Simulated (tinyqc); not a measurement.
Inside a calculation. Method: Luttinger-Kohn k.p, four valence bands. Computed by tinyqc, a small Python program that keeps every step. Settings: g1 = 15.93, g2 = 3.22, g3 = 4.87. Command: `OMP_NUM_THREADS=1 python tinyqc.py 25275 25276 out.jsonl` (the two numbers bound the seeds that draw the settings). One thread of a shared host (Intel(R) Xeon(R) Processor @ 2.60GHz), about 0.01 s of CPU time with the checks.

## Bloch Hamiltonian at k

Luttinger parameters chosen for this model; energies are counted downward from the top of the valence band:
```
parameter      value  unit
g1         15.930000
g2          3.220000
g3          4.870000
```

k point k (1/angstrom): -0.044000  0.001000  -0.044000

P = c g1 k^2, Q = c g2 (kx^2 + ky^2 - 2 kz^2), R = c sqrt3 [-g2 (kx^2 - ky^2) + 2i g3 kx ky], S = 2 c sqrt3 g3 (kx - i ky) kz, c = hbar^2/2m = 3.809982 eV angstrom^2; rows [P+Q, -S, R, 0], [-S*, P-Q, 0, R], [R*, 0, P-Q, S], [0, R*, S*, P+Q]. The path ends lie at |k| = 0.07 1/angstrom.

H(k) at k (eV):
```
                      3/2                  1/2                 -1/2                 -3/2
3/2              0.211325  -0.124437-0.002828i  -0.041117-0.002828i             0.000000
1/2   -0.124437+0.002828i             0.258803             0.000000  -0.041117-0.002828i
-1/2  -0.041117+0.002828i             0.000000             0.258803   0.124437+0.002828i
-3/2             0.000000  -0.041117+0.002828i   0.124437-0.002828i             0.211325
```

## Levels at k

Diagonalise the Hermitian matrix.

eigenvalues (eV): 0.101818  0.101818  0.368310  0.368310

## Bands along a path

The same steps at evenly spaced points between the labelled ones.

Bands along the path (eV):
```
k               band 1    band 2    band 3    band 4
[111]         0.115561  0.115561  0.479231  0.479231
[111]-G 0.25  0.065003  0.065003  0.269567  0.269567
[111]-G 0.50  0.028890  0.028890  0.119808  0.119808
[111]-G 0.75  0.007223  0.007223  0.029952  0.029952
G             0.000000  0.000000  0.000000  0.000000
G-[100] 0.25  0.011073  0.011073  0.026101  0.026101
G-[100] 0.50  0.044292  0.044292  0.104406  0.104406
G-[100] 0.75  0.099657  0.099657  0.234913  0.234913
[100]         0.177168  0.177168  0.417624  0.417624
```

## Hole masses

E = c [g1 k^2 -/+ 2 sqrt(g2^2 k^4 + 3 (g3^2 - g2^2)(kx^2 ky^2 + ky^2 kz^2 + kz^2 kx^2))] with c = hbar^2/2m, and m* = hbar^2 k^2 / (2 E).

Masses (electron masses):
```
direction     heavy     light
[100]      0.105374  0.044703
[110]      0.144902  0.040066
[111]      0.161551  0.038956
```
